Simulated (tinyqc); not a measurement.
# Punch-through p+-n junction, ionisation integral and breakdown, step by step

Program tinyqc, `OMP_NUM_THREADS=1 python tinyqc.py 2120127 2120128 out.jsonl`; Intel Xeon 2.30GHz, shared host, one thread, about 0.09 s. Printed values are rounded.

A p+ layer at x < 0 and an n drift layer from x = 0 to L on an n+ substrate. Depletion approximation, built-in voltage neglected. Local ionisation coefficients alpha_n = an exp(-(bn/E)^mx), alpha_p = ap exp(-(bp/E)^mx). Electrons move towards +x, holes towards x = 0.

Parameters, values chosen for the exercise; material values close to those of silicon: relative permittivity eps_r = 11.8; prefactor of the electron ionisation coefficient an = 7.24e5 1/cm; field constant for electrons bn = 1.28e6 V/cm; prefactor of the hole ionisation coefficient ap = 1.49e6 1/cm; field constant for holes bp = 2.04e6 V/cm; exponent mx = 1; donor density of the drift layer N = 2.7e15 cm^-3; thickness of the drift layer L = 5.8 um; reverse voltage V = 85.5 V; share of the depleted width that the grid covers fr = 1.

Constants: q = 1.602176634e-19 C, eps0 = 8.8541878128e-14 F/cm where lengths are in cm. Results are converted to the units shown.

## Field and ionisation coefficients on a grid

W = sqrt(2 eps0 eps_r V/(q N)), peak field E0 = q N W/(eps0 eps_r), falling linearly to 0 at W; if W > L the layer is punched through: W = L, E0 = V/L + q N L/(2 eps0 eps_r), falling linearly to E1 = V/L - q N L/(2 eps0 eps_r). Grid: 12 equal steps from 0 to fr W.

W = 5.8 um

| point | x (um) | E (kV/cm) | alpha_n (1/cm) | alpha_p (1/cm) |
|---|---|---|---|---|
| 0 | 0.000000 | 267.4857 | 6046.556 | 726.1168 |
| 1 | 0.483333 | 247.4737 | 4106.311 | 391.8923 |
| 2 | 0.966667 | 227.4617 | 2605.100 | 189.7572 |
| 3 | 1.450000 | 207.4497 | 1513.799 | 79.88434 |
| 4 | 1.933333 | 187.4378 | 783.3764 | 27.95718 |
| 5 | 2.416667 | 167.4258 | 346.3216 | 7.612435 |
| 6 | 2.900000 | 147.4138 | 122.6710 | 1.455996 |
| 7 | 3.383333 | 127.4018 | 31.36189 | 0.1656224 |
| 8 | 3.866667 | 107.3898 | 4.822796 | 0.008379838 |
| 9 | 4.350000 | 87.37784 | 0.3145926 | 1.080848e-4 |
| 10 | 4.833333 | 67.36585 | 0.004053488 | 1.051248e-7 |
| 11 | 5.316667 | 47.35387 | 1.319866e-6 | 2.909528e-13 |
| 12 | 5.800000 | 27.34188 | 3.376023e-15 | 5.890119e-27 |

## Ionisation integrals by the trapezoid rule

G(x) = integral from 0 to x of (alpha_n - alpha_p); I_n = integral of alpha_n exp(-G) (electrons injected at x = 0), I_p = integral of alpha_p exp(G(end) - G) (holes injected at the far edge); M = 1/(1 - I). All integrals by the trapezoid rule on the grid.

| point | G | alpha_n exp(-G) (1/cm) |
|---|---|---|
| 0 | 0.0000000 | 6046.556 |
| 1 | 0.2183424 | 3300.858 |
| 2 | 0.3664783 | 1805.781 |
| 3 | 0.4595020 | 956.113 |
| 4 | 0.5124109 | 469.281 |
| 5 | 0.5388524 | 202.050 |
| 6 | 0.5499672 | 70.777 |
| 7 | 0.5536505 | 18.028 |
| 8 | 0.5545207 | 2.770 |
| 9 | 0.5546447 | 0.181 |
| 10 | 0.5546524 | 0.002 |
| 11 | 0.5546525 | 0.000 |
| 12 | 0.5546525 | 0.000 |

I_n = 0.4760408
I_p = 0.07424991
M_n = 1.908545
M_p = 1.080205

A grid of 1500 steps over the whole width gives I_n = 0.4620 and I_p = 0.06968; the coarse I_n is 3.0 % above and the coarse I_p 6.6 % above those values. Electrons multiply more: on this coarse grid M - 1 is 11.3 times as large for them.

## Breakdown voltage by secant steps

G(x) = integral from 0 to x of (alpha_n - alpha_p); I_n = integral of alpha_n exp(-G) (electrons injected at x = 0), I_p = integral of alpha_p exp(G(end) - G) (holes injected at the far edge); M = 1/(1 - I). Secant steps on ln I_n(V) = 0 with the integrals on a fine grid (1500 steps), from the points V = 94.6 and 115 V; stop when the step is below 1e-7 of V.

Course of the iteration:

| step | V (V) | I_n | change of V (V) |
|---|---|---|---|
| 1 | 115 | 0.9145306 | 4.37 |
| 2 | 119.3721 | 0.9737636 | 1.85 |
| 3 | 121.2244 | 0.9976798 | 0.177 |
| 4 | 121.4017 | 0.9999314 | 5.40e-3 |
| 5 | 121.4071 | 0.9999998 | 1.46e-5 |
| 6 | 121.4071 | 1.000000 | 1.16e-9 |

Breakdown at 121.41 V, with a peak field of 329.4 kV/cm and W = 5.800 um. The integral for holes reaches 1 at the same voltage.
